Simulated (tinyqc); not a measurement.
## Capacitance measurement on a leaky thin oxide: effects of series resistance and leakage: effect of the gate area

The device is a capacitance C in parallel with a leakage conductance G, in series with Rs and Ls. An impedance meter reports either a parallel pair (Cp, Gp) from Y = 1/Z = Gp + i w Cp or a series pair (Cs, Rm) from Z = Rm + 1/(i w Cs); w = 2 pi f, dissipation D = Gp/(w |Cp|).

EOT = 3.9 tox/eox; CET = EOT + zc + zp; C = 3.9 eps0 A/CET; G = Jg A/Vs. Z = Rs + i w Ls + 1/(G + i w C); CET read from Cp = 3.9 eps0 A/Cp; errors under 0.001 % are printed as 0. Rs is held fixed.

Values chosen for this exercise; values of the order met in thin-oxide MOS capacitors:
```
symbol,value,unit,meaning
eox,3.9,,relative permittivity of the gate insulator (close to silicon dioxide)
tox,1.1,nm,insulator thickness
zc,0.59,nm,oxide-equivalent thickness added by the accumulation layer
zp,0,nm,oxide-equivalent thickness added by gate depletion
Jg,0.052,A/cm^2,"gate leakage current density, not matched to the thickness"
Vs,0.36,V,voltage for an e-fold rise of the leakage
Rs,58,ohm,series resistance
Ls,24,nH,series inductance
f,50000,Hz,measuring frequency
```

Constants: eps0 = 8.8541878128e-14 F/cm where lengths are in cm. Results are converted to the units shown.

Results:
```
A (um^2)   C (pF)  Cp (pF)  Cs (pF)        D  error of Cp (%)  error of Cs (%)  CET read from Cp (nm)
20        0.40865  0.40865  0.42935  0.22503                0             5.06                 1.6900
70         1.4303   1.4303   1.5027  0.22505         -1.17e-3             5.06                 1.6900
200        4.0865   4.0864   4.2935  0.22510         -3.35e-3             5.06                 1.6901
600        12.260   12.258   12.880  0.22526          -0.0101             5.06                 1.6902
2000       40.865   40.852   42.935  0.22580          -0.0335             5.06                 1.6906
5000       102.16   102.08   107.34  0.22698          -0.0840             5.06                 1.6914
40000      817.31   811.68   858.70  0.24067           -0.689             5.06                 1.7017
```

Estimate the missing row, A = 10000 um^2.

Computed row:
```
A (um^2)  C (pF)  Cp (pF)  Cs (pF)        D  error of Cp (%)  error of Cs (%)  CET read from Cp (nm)
10000     204.33   203.98   214.67  0.22893           -0.169             5.06                 1.6929
```

With this row back in the table: As A goes from 20 to 40000, the error of Cp goes from 0 to -0.689 %, that of Cs from 5.06 to 5.06 %, and D rises from 0.225 to 0.241. The CET read from Cp goes from 1.69 to 1.70 nm against the true 1.69 nm. G/(w C) does not depend on the area, while G Rs and w C Rs and w^2 Ls C grow with it.

Computed by the program tinyqc: `OMP_NUM_THREADS=1 python tinyqc.py 2022162 2022163 out.jsonl`, one thread of a shared Intel Xeon 2.30GHz, about 0.01 s for the whole run.
